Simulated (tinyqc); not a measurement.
Inside a calculation. Model: one electron in a tunnel-coupled double dot: charge qubit, sensing and quantum capacitance.

tinyqc, about 0.01 s, one thread, Intel Xeon 2.30GHz (shared host): `OMP_NUM_THREADS=1 python tinyqc.py 2470103 2470104 out.jsonl` Printed values are rounded.

Basis (left, right), H = [[ep/2, tc], [tc, -ep/2]], splitting Om = sqrt(ep^2 + 4 tc^2), ep = al times the gate voltage. In equilibrium the electron is on the right with the chance P_R = [1 + (ep/Om) tanh(Om/2 kB T)]/2.

Values chosen for this exercise:
```
symbol  value  unit                                   meaning
tc         26   ueV                           tunnel coupling
T       0.057     K                      electron temperature
al       0.47  eV/V     lever arm of the gate on the detuning
Cp       0.24    pF    parasitic capacitance of the resonator
f0        561   MHz                       resonator frequency
Q          76                           loaded quality factor
se        8.8   ueV  deviation of quasi-static detuning noise
ep       83.3   ueV                                  detuning
```

Constants: q = 1.602176634e-19 C, kB = 1.380649e-23 J/K, hbar = 1.054571817e-34 J s, h = 6.62607015e-34 J s, Vt = kB T/q. Results are converted to the units shown.

## Splitting and occupation

Also the frequency Om/h, the mixing angle arctan2(2 tc, ep) and the weight of the right dot in the ground state, (1 + ep/Om)/2.

Om = 98.19822 ueV
Om/h = 23.74422 GHz
mixing angle = 31.97446 degree
ground-state weight = 0.9241421
kB T = 4.911880 ueV
P_R = 0.9241421

## Capacitance seen by a resonator

q^2 al^2 dP_R/d(ep) splits into Cq = q^2 al^2 (2 tc^2/Om^3) tanh(Om/2 kB T) and Ct = q^2 al^2 (ep/Om)^2/(4 kB T cosh^2(Om/2 kB T)); Ct appears only if relaxation is faster than the drive. A resonator of frequency f0, capacitance Cp and quality factor Q shifts by df = -f0 Cq/(2 Cp) and its phase by -2 Q Cq/Cp.

Cq = 50.53264 aF
Ct = 1.077292e-5 aF
df = -59.06002 kHz
phase shift = -1833.694 millidegree

## Dephasing by charge noise

Noise in ep shifts Om by (ep/Om) d + (2 tc^2/Om^3) d^2. For Gaussian d of deviation se the spread of Om is sqrt[(ep se/Om)^2 + 2 (2 tc^2 se^2/Om^3)^2], and T2* is estimated as sqrt(2) hbar/spread; Om T2*/h counts the oscillations within T2*.

first-order spread = 7.464901 ueV
second-order spread = 0.1563674 ueV
T2* = 0.1246699 ns
oscillations within T2* = 2.960189

At ep = 0 the first-order term vanishes and T2* would be 0.884 ns.
